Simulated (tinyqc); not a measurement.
Raman line shape of confined optical phonons and breathing modes of small crystals: one step, computed by the program tinyqc. Command: `OMP_NUM_THREADS=1 python tinyqc.py 3002909 3002910 out.jsonl confine walk`. One thread of a shared host (Intel(R) Xeon(R) Processor @ 2.30GHz), about 0.02 s of CPU time with the checks.

Confinement in 2 direction(s) lets phonons with q away from zero scatter light. q is in units of 2 pi/a, from 0 to 1, and the branch is isotropic: omega(q)^2 = (omega_0^2 + omega_X^2)/2 + ((omega_0^2 - omega_X^2)/2) cos(pi q). The model and its constant beta are phenomenological; beta = 8 is the common choice.

Question. Range of wave vectors. Weight W(q) = q^1 exp(-(2 L q/a)^2/(2 beta)) dq, that is exp(-k^2 L^2/(2 beta pi^2)) for k = 2 pi q/a. Width q_c = a sqrt(2 beta)/(2 L), where the exponential falls to 1/e; curvature of the branch: omega(q) = omega_0 - c q^2, c = pi^2 (omega_0^2 - omega_X^2)/(8 omega_0); for small q_c the mean of q^2 is (number of confined directions) q_c^2/2, and the mean shift is -c times that.

Inputs (values chosen for the exercise, modelled on silicon):
```
quantity                                value      unit
bulk frequency omega_0                  520.2      1/cm
frequency at the zone boundary omega_X    415      1/cm
lattice constant a                      5.431  angstrom
size L                                     12        nm
confinement constant beta                   8         -
```

Shape: wire.

Give: q_c; curvature c; mean shift, quadratic estimate; omega(q_c) - omega_0.

Answer.

q_c = 0.09052 2 pi/a

curvature c = 233.3 1/cm

mean shift, quadratic estimate = -1.912 1/cm

omega(q_c) - omega_0 = -1.902 1/cm
